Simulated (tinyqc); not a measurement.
Frequency dispersion of an accumulation capacitance by border traps, distributed model: two steps of the calculation.

Traps spread evenly through the insulator exchange electrons with the semiconductor by tunnelling, with tau(x) = t0 exp(2 ka x) at depth x from the interface. The admittance per area Y seen at depth x obeys dY/dx = -Y^2/(i w eps0 eox) + q Nb ln(1 + i w tau)/tau, with Y(0) = i w Cs and w = 2 pi f; the gate sees Y(tox) = G + i w C. Working variable y = Y/(i w), in uF/cm^2. Cox = eps0 eox/tox.

Parameters, values chosen for the exercise; permittivity close to that of zirconium oxide: relative permittivity of the insulator eox = 22.9; insulator thickness tox = 4.3 nm; semiconductor capacitance in accumulation Cs = 0.89 uF/cm^2; density of border traps Nb = 7.7e18 cm^-3 eV^-1; decay constant of the wave function in the insulator ka = 3.4 1/nm; time constant of a trap at the interface t0 = 7e-9 s; frequency f = 10000 Hz; depth down to which the steps are taken xe = 1.9 nm.

Constants: q = 1.602176634e-19 C, eps0 = 8.8541878128e-14 F/cm where lengths are in cm. Results are converted to the units shown.

Task 1. Scales and lumped estimate. Cox; trap-free value 1/(1/Cox + 1/Cs); response depth d = ln(1/(w t0))/(2 ka), where w tau = 1; lumped estimate: all traps within d act as C_bt = q Nb d placed at d/2, so C = 1/{1/[1/(1/Cs + d/(2 eps0 eox)) + C_bt] + (tox - d/2)/(eps0 eox)}.

Give: Cox; trap-free C; d; C_bt; lumped C.

Result 1.

Cox = 4.715 uF/cm^2
trap-free C = 0.7487 uF/cm^2
d = 1.137 nm
C_bt = 0.1402 uF/cm^2
lumped C = 0.8507 uF/cm^2

The traps within reach amount to 0.158 Cs and lie in the first 26.4 % of the insulator.

Task 2. Midpoint steps through the active depth. In terms of y: dy/dx = -y^2/(eps0 eox) + s(x), s = q Nb ln(1 + z)/z, z = i w tau. 9 midpoint steps of h = xe/9: y_half = y + (h/2) y'(x, y), y(new) = y + h y'(x + h/2, y_half).

Give: x; s; y.

Result 2.

```
point	x (nm)	s (uF/(cm^2 nm))	y (uF/cm^2)
0	0	0.12337-0.00003i	0.89000+0.00000i
1	0.21111	0.12337-0.00011i	0.90763-0.00001i
2	0.42222	0.12337-0.00048i	0.92493-0.00006i
3	0.63333	0.12332-0.00201i	0.94190-0.00027i
4	0.84444	0.12260-0.00838i	0.95850-0.00113i
5	1.0556	0.11192-0.03069i	0.97416-0.00461i
6	1.2667	0.06008-0.04907i	0.98329-0.01408i
7	1.4778	0.01786-0.02819i	0.98040-0.02220i
8	1.6889	0.00447-0.01084i	0.97236-0.02548i
9	1.9000	0.00108-0.00357i	0.96308-0.02628i
```

Numbers from tinyqc (`OMP_NUM_THREADS=1 python tinyqc.py 2202057 2202058 out.jsonl`; about 0.3 s on one thread of a shared Intel Xeon 2.30GHz).
